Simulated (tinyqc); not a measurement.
Mass anisotropy: shallow donor in an anisotropic valley (effective-mass theory).

One valley: H = -c [(d2/dx2 + d2/dy2)/mt + (d2/dz2)/ml] - q/(eps r), c = hbar^2/2m0, q = e^2/(4 pi eps0). Trial function exp(-sqrt((x^2 + y^2)/a^2 + z^2/b^2)) with a > b: T = (c/3)(2/(mt a^2) + 1/(ml b^2)), V = -(q/eps) atan(u/b)/u, u = sqrt(a^2 - b^2). The central cell of the impurity is left out.

Constants: hbar^2/2m0 = 3.80998211 eV angstrom^2; e^2/(4 pi eps0) = 14.39964547 eV angstrom; Ry = 13.60569312 eV; a0 (Bohr radius) = 0.5291772105 angstrom.

Parameters, chosen for this exercise (out of a larger set: near those of 3C SiC; not measured data):
```
symbol  value                                 unit  meaning
mt      0.257                                 m0    transverse mass
eps     9.8                                         dielectric constant
xs      (1.2, 1.8, 3.2, 6.8, 8, 16, 36, 200)        ratios ml/mt
```

mt and eps fixed, ml varied. Energies in units of Ry*(mt) = Ry mt/eps^2 and lengths in a*(mt) = a0 eps/mt; the last two columns use one mass, 3/(1/ml + 2/mt) or (ml mt^2)^(1/3).

Results:
```
ml/mt   a/a*    b/a  binding  conductivity mass  density-of-states mass
1.20   0.962  0.937    1.062              1.059                   1.063
1.80   0.888  0.811    1.203              1.174                   1.216
6.80   0.710  0.509    1.695              1.397                   1.895
8.00   0.694  0.481    1.756              1.412                   2.000
16.0   0.635  0.379    2.010              1.455                   2.520
36.0   0.583  0.287    2.291              1.479                   3.302
200    0.512  0.160    2.789              1.496                   5.848
```

Give the missing row, ml/mt = 3.20.

Computed row:
```
ml/mt   a/a*    b/a  binding  conductivity mass  density-of-states mass
3.20   0.800  0.663    1.413              1.297                   1.474
```

The binding grows from 1.06 to 2.79 Ry*(mt); for ml going to infinity the exact problem becomes two-dimensional, with 4 Ry*. The conductivity mass saturates at 1.5 and underbinds, by 18 % at ml/mt = 6.8; the density-of-states mass errs by +12 % there and by +110 % in the last row. With these mt and eps one unit is 36.41 meV.

Run: tinyqc, `OMP_NUM_THREADS=1 python tinyqc.py 1250746 1250747 out.jsonl`; Intel(R) Xeon(R) Processor @ 2.30GHz, one thread, shared host; about 0.01 s of CPU time with all checks.
